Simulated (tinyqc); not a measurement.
# Thin-body transistor below threshold, two-dimensional Poisson equation on a small mesh: several studies

A thin body on a thick buried insulator of low permittivity, taken as carrying no normal field at the bottom of the body (row 0). Mobile charge is neglected (subthreshold), the body is fully depleted, and potentials are counted from the intrinsic level; rows run upward to the gate, columns from source to drain.

Parameters, values chosen for the exercise; semiconductor permittivity close to that of silicon:
```
symbol,value,unit,meaning
T,300,K,temperature
eps_r,11.5,,relative permittivity of the semiconductor
eox,25,,relative permittivity of the insulator
tb,4,nm,body thickness
tox,5.9,nm,insulator thickness
L,36,nm,channel length
Na,0,cm^-3,acceptor density of the depleted body
Vbi,0.53,V,potential of the source
Vfb,0.13,V,gate offset
Vg,0,V,gate voltage
Vd,1,V,drain voltage
```

Constants: q = 1.602176634e-19 C, kB = 1.380649e-23 J/K, Vt = kB T/q, eps0 = 8.8541878128e-14 F/cm where lengths are in cm. Results are converted to the units shown.

Each table varies one quantity; the others keep the values above.

## Effect of the relative permittivity of the insulator

Mesh: rows i = 0..12 in the semiconductor (step hs = tb/12, row 12 on the interface), then 8 step(s) ho = tox/8 up to the gate row 20; columns j = 0..80 (step hy = L/80). Box integration, divided by eps0: up_i = eps hy/h of the interval above row i, dn_i = that of the interval below (0 for row 0), lat_i = (sum of eps h/2 over the intervals above and below)/hy, s_i = -q Na w_i hy/eps0 with w_i the semiconductor height of the box (hs/2 for row 0 and the interface row, hs between, 0 in the insulator). Each free node obeys (up + dn + 2 lat) psi = up psi(above) + dn psi(below) + lat [psi(left) + psi(right)] + s. Fixed values: gate row Vg - Vfb; column 0 at Vbi and the last column at Vbi + Vd in the semiconductor, each running linearly to Vg - Vfb across the insulator. The system is solved directly. On row 0 the minimum of psi and its place come from a parabola through the three lowest nodes; barrier = Vbi - minimum, swing = Vt ln 10/(d psi/dVg), DIBL = (d psi/dVd)/(d psi/dVg) there. Lambda = pi/k with k the smallest positive root of tan(k tox) tan(k tb) = eox/eps_r.

Effect of the relative permittivity of the insulator:
```
eox  L/Lambda  barrier (V)  place y/L  swing (mV/decade)  DIBL (mV/V)
3.9     1.234       0.3570     0.3751              88.48        129.3
5.9     1.450       0.4371     0.3962              78.15        86.09
8.8     1.670       0.4973     0.4109              71.99        58.56
13      1.886       0.5404     0.4215              68.19        41.02
20      2.115       0.5730     0.4301              65.57        28.75
30      2.312       0.5933     0.4360              64.05        21.56
```

What does the comparison show?

As eox goes from 3.9 to 30, the barrier rises from 0.357 to 0.593 V, the swing falls from 88.5 to 64.1 mV a decade and DIBL falls from 129 to 21.6 mV/V; the ideal swing is 59.5. L/Lambda goes from 1.2 to 2.3. In every row the body is under 5 nm thick, where quantum confinement matters.

## Effect of the gate voltage

Same model as above.

Results:
```
Vg (V)  L/Lambda  barrier (V)  place y/L  swing (mV/decade)  DIBL (mV/V)
-0.2       2.226       0.7696     0.4445              64.49        26.25
-0.12      2.226       0.6958     0.4406              64.54        25.58
-0.04      2.226       0.6221     0.4361              64.61        24.81
0.04       2.226       0.5484     0.4309              64.70        23.94
0.2        2.226       0.4015     0.4168              64.97        21.79
```

Estimate the missing row, Vg = 0.12 V.

Computed row:
```
Vg (V)  L/Lambda  barrier (V)  place y/L  swing (mV/decade)  DIBL (mV/V)
0.12       2.226       0.4749     0.4245              64.81        22.95
```

With this row back in the table: As Vg goes from -0.2 to 0.2 V, the barrier falls from 0.770 to 0.401 V, the swing rises from 64.5 to 65.0 mV a decade and DIBL falls from 26.3 to 21.8 mV/V; the ideal swing is 59.5. The barrier top moves from y/L = 0.444 to 0.417, towards the source. In every row the body is under 5 nm thick, where quantum confinement matters.

## Effect of the drain voltage

Same model as above.

Effect of the drain voltage:
```
Vd (V)  L/Lambda  barrier (V)  place y/L  swing (mV/decade)  DIBL (mV/V)
0.05       2.226       0.6111     0.4947              64.11        37.10
0.25       2.226       0.6046     0.4769              64.17        32.78
0.45       2.226       0.5988     0.4626              64.28        29.71
0.65       2.226       0.5936     0.4507              64.40        27.38
0.85       2.226       0.5887     0.4404              64.54        25.54
1.05       2.226       0.5841     0.4315              64.69        24.04
```

What does the table show?

As Vd goes from 0.05 to 1.05 V, the barrier falls from 0.611 to 0.584 V, the swing rises from 64.1 to 64.7 mV a decade and DIBL falls from 37.1 to 24.0 mV/V; the ideal swing is 59.5. The barrier top moves from y/L = 0.495 to 0.431, towards the source. In every row the body is under 5 nm thick, where quantum confinement matters.

Program tinyqc, `OMP_NUM_THREADS=1 python tinyqc.py 2480173 2480174 out.jsonl`; Intel Xeon 2.30GHz, shared host, one thread, about 0.1 s.
